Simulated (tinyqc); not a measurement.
One-sided p+-n junction, ionisation integral and breakdown: one step of the calculation.

A p+ layer at x < 0 and an n drift layer from x = 0. Depletion approximation, built-in voltage neglected. Local ionisation coefficients alpha_n = an exp(-(bn/E)^mx), alpha_p = ap exp(-(bp/E)^mx). Electrons move towards +x, holes towards x = 0.

Task. Field and ionisation coefficients on a grid. W = sqrt(2 eps0 eps_r V/(q N)), peak field E0 = q N W/(eps0 eps_r), falling linearly to 0 at W. Grid: 10 equal steps from 0 to fr W.

Parameters, values chosen for the exercise; material values close to those of gallium nitride: relative permittivity eps_r = 9.47; prefactor of the electron ionisation coefficient an = 2.81e8 1/cm; field constant for electrons bn = 3.42e7 V/cm; prefactor of the hole ionisation coefficient ap = 1.26e8 1/cm; field constant for holes bp = 1.96e7 V/cm; exponent mx = 1; donor density of the drift layer N = 2.4e16 cm^-3; reverse voltage V = 727 V; share of the depleted width that the grid covers fr = 0.6.

Constants: q = 1.602176634e-19 C, eps0 = 8.8541878128e-14 F/cm where lengths are in cm. Results are converted to the units shown.

Find: W; x; E; alpha_n; alpha_p.

Result.

W = 5.6308 um

| point | x (um) | E (kV/cm) | alpha_n (1/cm) | alpha_p (1/cm) |
|---|---|---|---|---|
| 0 | 0.0000 | 2582.2 | 497.43 | 63668 |
| 1 | 0.3378 | 2427.3 | 213.59 | 39220 |
| 2 | 0.6757 | 2272.4 | 81.729 | 22615 |
| 3 | 1.0135 | 2117.4 | 27.171 | 12031 |
| 4 | 1.3514 | 1962.5 | 7.5914 | 5793.4 |
| 5 | 1.6892 | 1807.6 | 1.7045 | 2461.2 |
| 6 | 2.0271 | 1652.6 | 0.28923 | 890.56 |
| 7 | 2.3649 | 1497.7 | 0.034003 | 261.12 |
| 8 | 2.7028 | 1342.8 | 0.0024391 | 57.682 |
| 9 | 3.0406 | 1187.8 | 8.7987e-5 | 8.5935 |
| 10 | 3.3785 | 1032.9 | 1.1716e-6 | 0.72317 |

tinyqc, about 0.06 s, one thread, Intel Xeon 2.30GHz (shared host): `OMP_NUM_THREADS=1 python tinyqc.py 2120024 2120025 out.jsonl`
